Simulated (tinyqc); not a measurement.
A periodic Ge profile (wiggle well): inter-valley coupling by envelope functions against a chain of atomic planes.

Chain: E(phi) = e0 + 2 v cos(phi) + 2 u cos(2 phi), cos(phi0) = -v/(4u), e0 = 2u + v^2/(4u); plane j = 0, 1, ... has the potential V_j = dE x_j + F (j - 30) a/4 (1 MV/m = 1e-4 V/angstrom). There are 30 barrier planes a side; with y = j - 29.5, x_j = xb (f(y) + f(Nw - y)), f(y) = 1/(1 + exp(y/L)), plus any Ge added in the well. The valley splitting is the spacing of the two lowest levels. Envelope theory: F_j solves a one-valley chain with hopping -b and diagonal 2b + V_j, b = 4u sin^2(phi0), sum F_j^2 = 1; the valleys couple by Dv = sum_j F_j^2 V_j exp(-2 i phi0 j) and split by 2|Dv|.

Inputs chosen for the exercise (near those of the Delta valleys of silicon in a SiGe well; the results hold for these values, not for the real material): a = 5.431 angstrom (lattice constant; planes lie a/4 apart); u = 0.598 eV (second-neighbour hopping); v = 0.507 eV (nearest hopping); Nw = 68 (planes in the well); L = 1 planes (interface width); xb = 0.33 (Ge fraction of the barriers); dE = 0.61 eV (offset per unit Ge fraction); F = 0 MV/m (field); xw = 0.009 (mean Ge fraction of the wiggle).

periods (planes): pi/phi0 1.76061, pi/(pi - phi0) 2.31473

Added fraction xw (1 - cos(2 pi (j - 30)/p)) on the well planes; p = f times the resonant period pi/(pi - phi0). At resonance the estimate is dE xw.

Against period:

| f | p (planes) | mean of the doublet (meV) | splitting, chain (micro-eV) | envelope |
|---|---|---|---|---|
| 0.90 | 2.0833 | 9.63 | 50 | 53 |
| 0.95 | 2.1990 | 9.45 | 496 | 506 |
| 0.98 | 2.2684 | 9.43 | 3984 | 4158 |
| 0.99 | 2.2916 | 9.59 | 5031 | 5120 |
| 1.00 | 2.3147 | 9.68 | 5477 | 5470 |
| 1.01 | 2.3379 | 9.60 | 5101 | 5132 |
| 1.02 | 2.3610 | 9.45 | 4150 | 4243 |
| 1.05 | 2.4305 | 9.40 | 938 | 914 |
| 1.10 | 2.5462 | 9.61 | 31 | 29 |
| 1.50 | 3.4721 | 9.67 | 11 | 12 |
| 3.00 | 6.9442 | 9.67 | 3 | 3 |

What can be read from this table?

The splitting peaks at f = 1 with 5.48 meV, against the estimate dE xw = 5.49 meV, and is 0.73 and 0.76 of the value at f = 1 two per cent off to either side: the width of the resonance is set by the number of periods under the envelope. At f = 3 it is 3 micro-eV. The chain has one orbital a plane and knows only this resonance; longer periods that work through other bands are outside it.

Program tinyqc; command `OMP_NUM_THREADS=1 python tinyqc.py 1480489 1480490 out.jsonl`; about 0.06 s on one thread of a shared Intel(R) Xeon(R) Processor @ 2.30GHz.
